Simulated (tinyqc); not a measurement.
From results back to parameters: Lorentz oscillators and the Kramers-Kronig relations. Four cases, with inputs chosen for the exercise.

Problem. Below the gap a single undamped oscillator gives n^2 - 1 = Eo Ed/(Eo^2 - E^2) (Wemple-DiDomenico). Two refractive indices were computed from hidden Eo and Ed.

Find: Eo; Ed; n at E = 0.
Method. 1/(n^2 - 1) = Eo/Ed - E^2/(Eo Ed) is a straight line in E^2: slope -1/(Eo Ed), intercept Eo/Ed.

Case 1.

Values chosen (out of a larger set: line positions loosely like those of SiO2; Lorentz tails absorb below the gap, where the real solid is clear; not measured data): Ea = 0.87 eV; Eb = 2.33 eV.

n(Ea) = 1.442274
n(Eb) = 1.454442

Solution.

Eo = 12.19 eV
Ed = 13.1 eV
n at E = 0 = 1.440

Case 2.

Values chosen (out of a larger set: line positions loosely like those of HfO2; Lorentz tails absorb below the gap, where the real solid is clear; not measured data): Ea = 0.92 eV; Eb = 2.04 eV.

n(Ea) = 1.862103
n(Eb) = 1.890671

Solution.

Eo = 8.97 eV
Ed = 21.9 eV
n at E = 0 = 1.855

Case 3.

Values chosen: Ea = 1.14 eV; Eb = 2.23 eV.
n(Ea) = 2.515209
n(Eb) = 2.754023

Solution.

Eo = 4.53 eV
Ed = 22.6 eV
n at E = 0 = 2.447

Case 4.

Values chosen: Ea = 0.91 eV; Eb = 2 eV.
n(Ea) = 1.723524
n(Eb) = 1.752937

Solution.

Eo = 8.07 eV
Ed = 15.7 eV
n at E = 0 = 1.716

Computed by tinyqc, one run a case: `OMP_NUM_THREADS=1 python tinyqc.py N N+1 out.jsonl` with N = 1652173, 1652178, 1652192, 1652215; one thread of a shared Intel(R) Xeon(R) Processor @ 2.30GHz, about 0.2 s a run at most.
